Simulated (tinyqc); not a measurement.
AlGaN/GaN HEMT with access regions, lumped model: one step of the calculation.

A polarisation-induced electron sheet under a Schottky gate, in series with two ungated access regions and contacts. Drift law v = mu E/(1 + mu E/vs) under the gate. Currents in mA/mm, resistances in ohm mm. No self-heating, no channel-length modulation; fits for polarisation, barrier and offset are chosen for the exercise.

Problem. Polarisation charge, threshold and sheet resistance. sigma = (5e13 x + 1.6e13 x^2) cm^-2, phiB = 0.84 + 1.3 x, dEc = 0.7 (1.71 x + x^2) in volts, Cb = eps0 eps_r/d, VT = phiB - dEc - q sigma/Cb, access density n0 = -Cb VT/q. Rsh = 1/(q mu n0); largest access current q n0 vs.

Parameters, values chosen for the exercise; values close to those of AlGaN/GaN structures:
- x = 0.32 (aluminium share of the barrier)
- d = 15 nm (barrier thickness)
- eps_r = 9.1 (relative permittivity of barrier and channel)
- mu = 1200 cm^2/(V s) (channel mobility)
- vs = 1e7 cm/s (saturation velocity)

Constants: q = 1.602176634e-19 C, eps0 = 8.8541878128e-14 F/cm where lengths are in cm. Results are converted to the units shown.

Find: sigma; Cb; VT; n0; Rsh; q n0 vs.

Solution.

sigma = 1.764e13 cm^-2
Cb = 0.5372 uF/cm^2
VT = -4.460 V
n0 = 1.495e13 cm^-2
Rsh = 347.9 ohm
q n0 vs = 2396 mA/mm

Program tinyqc, `OMP_NUM_THREADS=1 python tinyqc.py 2570140 2570141 out.jsonl`; Intel Xeon 2.30GHz, shared host, one thread, about 0.02 s.
